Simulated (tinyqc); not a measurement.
The same layer on three faces: band edges of strained Si(1-x)Ge(x) on relaxed Si(1-y)Ge(y).

Values are linear in the Ge fraction but for ED(x) = linear - CD x (1 - x) and a(x) = linear - Ca x (1 - x). Energies are on the common scale of Ev.

Coherent growth: e_par = (a(y) - a(x))/a(x). (001): e_perp = -2 (C12/C11) e_par; exx = eyy = e_par, ezz = e_perp, no shear. (111): e_perp = -(2 C11 + 4 C12 - 4 C44)/(C11 + 2 C12 + 4 C44) e_par; exx = eyy = ezz = (2 e_par + e_perp)/3 and exy = eyz = ezx = (e_perp - e_par)/3. (110): e_perp = -(C11 + 3 C12 - 2 C44)/(C11 + C12 + 2 C44) e_par; exx = eyy = (e_par + e_perp)/2, ezz = e_par, exy = (e_perp - e_par)/2, eyz = ezx = 0.

A valley with unit axis u lies at Ev + gap + (av + a_valley) tr(e) + Xu (u.e.u - tr(e)/3); the Delta axes are x, y, z and the L axes [111], [1-1-1], [-11-1], [-1-11]. The second-order shift of the Delta valleys under shear is left out; it lowers the pair normal to the sheared plane by tens of meV at a shear of 1 %.

Valence edges: Ev plus the levels of the 6 x 6 matrix of X, Y, Z times spin with -Dso/3 + l exx + m (eyy + ezz) on the diagonal (cyclic), n exy off it, l = av + 2 b, m = av - b, n = sqrt(3) d. Spin-orbit term (Dso/3) L.sigma on X, Y, Z with (L_k)_ij = -i epsilon_kij: <X+|H|Y+> = -i Dso/3, <X+|H|Z-> = Dso/3, <Y+|H|Z-> = -i Dso/3, <Z+|H|X-> = -Dso/3, <Z+|H|Y-> = i Dso/3, <X-|H|Y-> = i Dso/3, and their conjugates; + and - are the spin along z.

Values chosen for the exercise (end members near Si and Ge, in this order; the results hold for these values, not for the real material):
```
symbol  value           unit      meaning
a       (5.436, 5.665)  angstrom  lattice constant
Dso     (0.043, 0.289)  eV        spin-orbit splitting
av      (2.43, 1.23)    eV        valence hydrostatic potential
b       (-2.13, -2.55)  eV        tetragonal shear potential
d       (-4.86, -5.26)  eV        trigonal shear potential
C11     (165.8, 126.6)  GPa
C12     (63.4, 48.2)    GPa
C44     (80.7, 66.9)    GPa
Ev      (0, 0.68)       eV        top of the unstrained valence band
ED      (1.159, 0.912)  eV        gap to the Delta valleys
EL      (1.975, 0.731)  eV        gap to the L valleys
aD      (1.78, 1.2)     eV        hydrostatic potential of the Delta gap
aL      (-3.21, -2.9)   eV        hydrostatic potential of the L gap
XuD     (8.86, 9.42)    eV        uniaxial potential, Delta
XuL     (15.91, 15.7)   eV        uniaxial potential, L
CD      0.232           eV        bowing of the Delta gap
Ca      0               angstrom  bowing of the lattice constant
x       0.6                       Ge fraction of the layer
y       0                         Ge fraction of the relaxed buffer
```

dEc = Ec(buffer) - Ec(layer), dEv = Ev(layer) - Ev(buffer); buffer edges Ev(y) and Ev(y) + min(ED, EL). The digit behind Delta or L counts whole valleys.

Results:
```
face   e_par (%)  lowest valleys  gap (eV)  next valleys above (meV)  valence splitting (meV)  dEc (eV)  dEv (eV)  Delta spread (meV)  L spread (meV)
(001)      -2.47          Delta4     0.675                       400                       98     0.025     0.459                 400               0
(111)      -2.47          Delta6     0.797                       330                       97    -0.080     0.441                   0             482
(110)      -2.47          Delta2     0.686                       167                      102     0.025     0.447                 167             381
```

On (001) only the Delta valleys split (400 meV), on (111) only the L valleys (482 meV), on (110) both (167 and 381 meV). The lowest valleys are Delta4 on (001), Delta6 on (111) and Delta2 on (110); the smallest gap is 0.675 eV on (001) and the largest 0.797 eV on (111).

Run: tinyqc, `OMP_NUM_THREADS=1 python tinyqc.py 1080807 1080808 out.jsonl`; Intel(R) Xeon(R) Processor @ 2.30GHz, one thread, shared host; about 0.01 s of CPU time with all checks.
